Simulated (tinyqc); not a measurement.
Resistance of a tapered via with liner, size effect and interface: two steps of the calculation.

A round via whose diameter grows from db at the bottom as D(z) = db + 2 z/tan(ang). The fill, of diameter D - 2 tl, starts above the bottom liner (thickness fb tl) and has rho = rho0 (1 + ks lam/(D - 2 tl)); the sidewall liner conducts in parallel with it. The bottom liner and the interface are crossed over the full area pi db^2/4. Spreading in the lines above and below is left out.

Values chosen for this exercise; fill metal close to copper:

| symbol | value | unit | meaning |
|---|---|---|---|
| db | 23 | nm | diameter at the bottom |
| hv | 60 | nm | height |
| ang | 89 | degrees | sidewall angle |
| rho0 | 1.66 | uohm cm | bulk resistivity of the fill |
| lam | 39.8 | nm | mean free path of the fill |
| ks | 1 |  | size-effect factor |
| tl | 3 | nm | liner on the sidewall |
| fb | 0.7 |  | liner at the bottom over that on the sidewall |
| rl | 390 | uohm cm | resistivity of the liner |
| ri | 1.6e-12 | ohm cm^2 | interface resistivity at the bottom |
| Sb | 1.1e15 | S/m^2 | ballistic conductance per area, about 3/(4 rho0 lam) |

Problem 1. Slices of the via. Slices between z0 = fb tl and hv, evaluated at their midpoints: conductance per length pi/4 [(D - 2 tl)^2/rho + (D^2 - (D - 2 tl)^2)/rl], slice resistance = slice height over that. 7 slices.

Give: z; D; rho; slice resistance.

Solution 1.

```
slice  z (nm)  D (nm)  rho (uohm cm)  slice resistance (ohm)
0      6.2357  23.218         5.4972                  1.9306
1      14.507  23.506         5.4339                  1.8466
2      22.779  23.795         5.3727                  1.7676
3      31.050  24.084         5.3134                  1.6933
4      39.321  24.373         5.2560                  1.6232
5      47.593  24.661         5.2003                  1.5571
6      55.864  24.950         5.1464                  1.4948
```

Problem 2. Total resistance. R_fill = sum of the slices; R_bottom = rl fb tl/(pi db^2/4); R_interface = ri/(pi db^2/4); ballistic (Sharvin) limit 1/(Sb pi (db - 2 tl)^2/4); ideal cylinder rho0 hv/(pi db^2/4).

slice resistance, slice 0 to 6 (ohm): 1.9306455  1.8466161  1.7676121  1.6932564  1.6232058  1.5571472  1.4947947

Find: parts; R; shares; ballistic limit; ideal cylinder.

Solution 2.

parts (ohm): fill 11.913, bottom liner 19.712, interface 0.38510
R = 32.011 ohm
shares (%): fill 37.217, bottom liner 61.580, interface 1.203
ballistic limit = 4.0052 ohm
ideal cylinder = 2.3973 ohm

The bottom liner is the largest part, and R is 13.4 times the ideal cylinder. With 2000 slices R = 32.012 ohm.

Computed by the program tinyqc: `OMP_NUM_THREADS=1 python tinyqc.py 2750088 2750089 out.jsonl`, one thread of a shared Intel Xeon 2.30GHz, about 0.01 s for the whole run.
